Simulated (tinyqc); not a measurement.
# Elastic trap-assisted tunnelling through a dielectric: effects of single changes

Emitter at x = 0 (Fermi level 0), collector at x = t (Fermi level -V), band edge U(x) = phi - F x, F = V/t. A trap at x has the energy E = U(x) - Et. With G(u) = (4/(3 F)) sqrt(mo/C) max(u, 0)^1.5, C = hbar^2/(2 m0): S1 = G(phi - E) - G(Et), S2 = G(Et) - G(phi - V - E), T1,2 = exp(-S1,2). The steady rate through one trap is nu T1 T2 (f1 - f2)/(T1 + T2), f1 = f(E), f2 = f(E + V), f(y) = 1/(1 + exp(y/Vt)); both contacts offer states at E.

Parameters, values chosen for the exercise; dielectric values close to those of silicon dioxide:

| symbol | value | unit | meaning |
|---|---|---|---|
| T | 300 | K | temperature |
| phi | 3.01 | eV | barrier above the emitter Fermi level |
| mo | 0.48 | m0 | tunnelling mass |
| t | 6.2 | nm | thickness |
| Et | 2.52 | eV | trap depth below the band edge of the dielectric |
| Nt | 3.5e17 | cm^-3 | trap density |
| nu | 1e14 | 1/s | attempt frequency |
| V | 2.05 | V | voltage |

Constants: q = 1.602176634e-19 C, kB = 1.380649e-23 J/K, hbar = 1.054571817e-34 J s, m0 = 9.1093837015e-31 kg, Vt = kB T/q, hbar^2/(2 m0) = 0.0380998212 eV nm^2. Results are converted to the units shown.

Each table varies one quantity; the others keep the values above.

## Effect of the thickness at fixed voltage

J = q Nt times the integral of the rate over x. Direct S = (4/(3 F)) sqrt(mo/C) [phi^1.5 - max(phi - V, 0)^1.5].

Effect of the thickness at fixed voltage:
```
t (nm)  J (A/cm^2)  x of the peak over t  larger S there  direct S
2.5          0.102                 0.438            13.8      24.7
3.4        7.45e-4                 0.441            18.8      33.6
4.4        3.14e-6                 0.442            24.2      43.5
5.3        2.28e-8                 0.443            29.2      52.4
6.2       1.66e-10                 0.443            34.1      61.3
7.1       1.21e-12                 0.444            39.0      70.2
8.1       5.10e-15                 0.444            44.5      80.1
9         3.71e-17                 0.444            49.4      89.0
```

J falls from 0.102 to 3.71e-17 A/cm^2, on average 2.37 decades a nanometre, against 4.29 for the direct exponent: trap-assisted leakage falls more slowly, so it gains on direct tunnelling as the layer thickens.

## Effect of the trap depth

Same model as above.

The same in every row: direct S = 61.3.

Result of one run:
```
Et (eV)  J (A/cm^2)  x of the peak over t  larger S there
1.35       1.09e-17                 0.772            49.5
```

What becomes of these results when the trap depth below the band edge of the dielectric Et is changed from 1.35 to 2.33 eV, all else the same?

Result of the changed run:
```
Et (eV)  J (A/cm^2)  x of the peak over t  larger S there
2.33       7.76e-10                 0.438            32.6
```

The whole series:
```
Et (eV)  J (A/cm^2)  x of the peak over t  larger S there
1.35       1.09e-17                 0.772            49.5
1.6        6.88e-15                 0.651            42.9
1.84       4.34e-12                 0.533            36.2
2.09        1.41e-9                 0.444            31.1
2.33       7.76e-10                 0.438            32.6
2.58       1.04e-10                 0.445            34.5
2.82       1.70e-11                 0.450            36.3
3.07       2.90e-12                 0.455            38.0
3.31       5.78e-13                 0.458            39.5
```

J goes from 1.09e-17 through a maximum of 1.41e-9 (at Et = 2.09 eV among the rows listed) to 5.78e-13 A/cm^2. Shallow traps near the emitter lie above its Fermi level and stay empty, while deep traps face higher barriers, so a middle depth conducts best.

Range of the model: Phonon-assisted (inelastic) capture, chains of traps and a spread of trap depths are left out.

Numbers from tinyqc (`OMP_NUM_THREADS=1 python tinyqc.py 2370002 2370003 out.jsonl`; about 0.03 s on one thread of a shared Intel Xeon 2.30GHz).
